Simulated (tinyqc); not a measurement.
Changing the back recombination velocity S_b: surface photovoltage measurement of the minority-carrier diffusion length in a wafer. Computed by tinyqc, a small Python program. Command: `OMP_NUM_THREADS=1 python tinyqc.py 3130462 3130463 out.jsonl spv sweep`. One thread of a shared host (Intel(R) Xeon(R) Processor @ 2.30GHz), about 0.02 s of CPU time with the checks.

Low injection, steady light, a depletion layer much thinner than 1/alpha and L. The excess density dn is taken at the front edge of the neutral region; light that reaches the back is lost.

Inputs (values chosen for the exercise, modelled on p-type silicon at room temperature):

| quantity | value | unit |
|---|---|---|
| diffusion length L | 250 | micrometre |
| wafer thickness W | 725 | micrometre |
| diffusivity D | 24.4 | cm^2/s |
| front recombination velocity S_f | 37000 | cm/s |
| photon flux entering | 1.9e+13 | 1/(cm^2 s) |
| minority density at the surface barrier scale n_0 | 3.3e+08 | 1/cm^3 |
| temperature T | 298 | K |
| wavelength | 823 | nm |
| relative noise of each reading | 1 | % |
| diffusion length after pair splitting over L | 0.48 | - |
| iron factor C | 1.03e+16 | micrometre^2/cm^3 |

normal deviates g for the noise: -0.81  -1.00  -0.19  0.91  -0.46  -0.61  -1.14

Constants: k_B = 8.617333262e-05 eV/K.

Method:
- alpha = (84.732/lambda - 76.417)^2 per cm with lambda in micrometre (an empirical fit for silicon between 0.7 and 1.05 micrometre).
- Thick wafer: dn = Phi L/((S_f + D/L)(L + 1/alpha)). Finite wafer, with s = S_b L/D, w = W/L, a = alpha L: dn = [Phi a/(a^2 - 1)] [a - B - exp(-alpha W)(a - s)/(cosh w + s sinh w)]/(S_f + B D/L), B = (sinh w + s cosh w)/(cosh w + s sinh w).
- Photovoltage V = (k_B T/e) ln(1 + dn/n_0). Lifetime = L^2/D.
- Readings y = (Phi/dn) (1 + noise x g) at 780, 830, 880, 920, 950, 975 and 995 nm; a least-squares line y = c (1/alpha + L_app) gives L_app = intercept/slope.
- Splitting iron-boron pairs in boron-doped silicon shortens L; with nothing else changing, [Fe] = C (1/L_after^2 - 1/L^2). It is evaluated with the true lengths and with the apparent ones (without noise), which differ when the wafer is not thick against L.

One run for each value:

| back recombination velocity S_b (cm/s) | apparent length L_app (micrometre) | B | dn, finite wafer (1/cm^3) | bias, apparent over true less 1 (rounded to 0.001) (%) |
|---|---|---|---|---|
| 1.00e+00 | 259.75 | 0.9940 | 4.7367e+08 | 1.018 |
| 1.00e+01 | 259.66 | 0.9941 | 4.7367e+08 | 0.999 |
| 1.00e+02 | 258.85 | 0.9951 | 4.7363e+08 | 0.823 |
| 1.00e+03 | 254.85 | 1.0001 | 4.7342e+08 | -0.062 |
| 1.00e+04 | 250.98 | 1.0050 | 4.7322e+08 | -0.938 |
| 1.00e+05 | 250.23 | 1.0060 | 4.7318e+08 | -1.108 |
| 1.00e+06 | 250.15 | 1.0061 | 4.7318e+08 | -1.127 |
| 1.00e+07 | 250.14 | 1.0061 | 4.7318e+08 | -1.129 |

Describe the trends.

Over the rows, apparent length L_app (micrometre) falls from 260 to 250; B rises from 0.9940 to 1.006; dn, finite wafer (1/cm^3) falls from 4.7367e8 to 4.7318e8.

Extremes, crossings and ranges named in words are read from the listed rows.
